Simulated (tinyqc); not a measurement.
Thin-body transistor below threshold, two-dimensional Poisson equation on a small mesh: one step of the calculation.

A thin body on a thick buried insulator of low permittivity, taken as carrying no normal field at the bottom of the body (row 0). Mobile charge is neglected (subthreshold), the body is fully depleted, and potentials are counted from the intrinsic level; rows run upward to the gate, columns from source to drain.

Problem. Coefficients of the five-point equations. Mesh: rows i = 0..3 in the semiconductor (step hs = tb/3, row 3 on the interface), then 1 step(s) ho = tox/1 up to the gate row 4; columns j = 0..6 (step hy = L/6). Box integration, divided by eps0: up_i = eps hy/h of the interval above row i, dn_i = that of the interval below (0 for row 0), lat_i = (sum of eps h/2 over the intervals above and below)/hy, s_i = -q Na w_i hy/eps0 with w_i the semiconductor height of the box (hs/2 for row 0 and the interface row, hs between, 0 in the insulator). Each free node obeys (up + dn + 2 lat) psi = up psi(above) + dn psi(below) + lat [psi(left) + psi(right)] + s.

Inputs (values chosen for the exercise); semiconductor permittivity made up: relative permittivity of the semiconductor eps_r = 13; relative permittivity of the insulator eox = 9; body thickness tb = 6 nm; insulator thickness tox = 2.1 nm; channel length L = 42 nm; acceptor density of the depleted body Na = 2.2e18 cm^-3.

Constants: q = 1.602176634e-19 C, eps0 = 8.8541878128e-14 F/cm where lengths are in cm. Results are converted to the units shown.

Find: up; dn; lat; s.

Solution.

```
row	up	dn	lat	s (V)
0	45.50	0	1.857	-0.2787
1	45.50	45.50	3.714	-0.5573
2	45.50	45.50	3.714	-0.5573
3	30.00	45.50	3.207	-0.2787
```

Program tinyqc, `OMP_NUM_THREADS=1 python tinyqc.py 2480089 2480090 out.jsonl`; Intel Xeon 2.30GHz, shared host, one thread, about 0.09 s.
